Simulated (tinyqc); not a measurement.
Raising the field: quantum-confined Stark effect in a modulator well.

Envelopes on cells of 0.5 angstrom over the well |z| < L/2 and 45 angstrom of barrier on each side, psi = 0 beyond, psi'/m continuous (mean mass between points), c = hbar^2/2m0. The electron sees + e F z and the hole - e F z, each with its offset in the barriers; 1 kV/cm = 1e-5 eV/angstrom. Light holes, band mixing and escape by tunnelling are left out.

Exciton: in-plane function exp(-rho/lam), 1/mu = 1/me + 1/mp, E(lam) = c/(mu lam^2) - (q/eps) times the integral over k of Fm(k)(1 + (k lam/2)^2)^(-3/2), Fm(k) the double integral of psi_e^2 psi_h^2 exp(-k |z - z'|), q = e^2/(4 pi eps0); binding Eb = -E at the minimum. Line at Eg + E_e + E_h - Eb, strength proportional to overlap^2/lam^2.

Constants: hbar^2/2m0 = 3.80998211 eV angstrom^2; e^2/(4 pi eps0) = 14.39964547 eV angstrom; hc = 1239.841984 eV nm.

Values chosen for the exercise (near those of a GaAs well in AlGaAs; not measured data):
- L = 94 angstrom (well width)
- Vc = 0.262 eV (conduction offset)
- Vv = 0.15 eV (heavy-hole offset)
- me = 0.0658 m0 (electron, well)
- meb = 0.089 m0 (electron, barrier)
- mh = 0.337 m0 (heavy hole along z, well)
- mhb = 0.396 m0 (heavy hole, barrier)
- Eg = 1.416 eV (gap of the well)
- mp = 0.156 m0 (heavy hole in the plane)
- eps = 12.5 (dielectric constant)
- Fs = (0, 21, 41, 62, 86, 111, 138) kV/cm (fields)

All quantities anew; shifts from zero field.

Results:

| F (kV/cm) | dE_e (meV) | dE_h (meV) | Eb (meV) | line shift (meV) | overlap^2 | relative strength |
|---|---|---|---|---|---|---|
| 0 | 0.00 | 0.00 | 8.81 | 0.00 | 0.985 | 1.000 |
| 21 | -0.24 | -0.70 | 8.71 | -0.85 | 0.944 | 0.941 |
| 41 | -0.93 | -2.59 | 8.46 | -3.18 | 0.846 | 0.806 |
| 62 | -2.11 | -5.63 | 8.14 | -7.07 | 0.718 | 0.641 |
| 86 | -4.02 | -10.12 | 7.75 | -13.08 | 0.574 | 0.473 |
| 111 | -6.63 | -15.65 | 7.38 | -20.86 | 0.444 | 0.338 |
| 138 | -10.11 | -22.39 | 7.02 | -30.72 | 0.331 | 0.232 |

The line shift grows with exponent 1.97 in F at low field and 1.78 at the end, as the carriers come up against opposite walls and the dipole begins to saturate. The hole gives 74 % of the level shift in the second row and 69 % in the last. The largest shift is 3.5 times the zero-field binding, yet 80 % of the binding survives, since the walls stop the field from pulling the pair apart. Half the strength is gone between 62 and 86 kV/cm.

(tinyqc, `OMP_NUM_THREADS=1 python tinyqc.py 1251866 1251867 out.jsonl`, Intel(R) Xeon(R) Processor @ 2.30GHz, 1 thread, shared host, about 0.09 s.)
